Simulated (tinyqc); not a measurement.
Tight binding, honeycomb lattice, step by step. One step of it, computed by the program tinyqc.

Task: Levels at k. Diagonalise the Hermitian matrix.

H(k) at k (eV):
```
                     A                    B
A            -0.042716  -2.987471-2.249101i
B  -2.987471+2.249101i            -0.332885
```

Give: eigenvalues; weights |c|^2 of the basis functions.

Result:

eigenvalues (eV): -3.9301  3.5545

weights |c|^2 of the basis functions:
```
   band 1  band 2
A  0.4806  0.5194
B  0.5194  0.4806
```
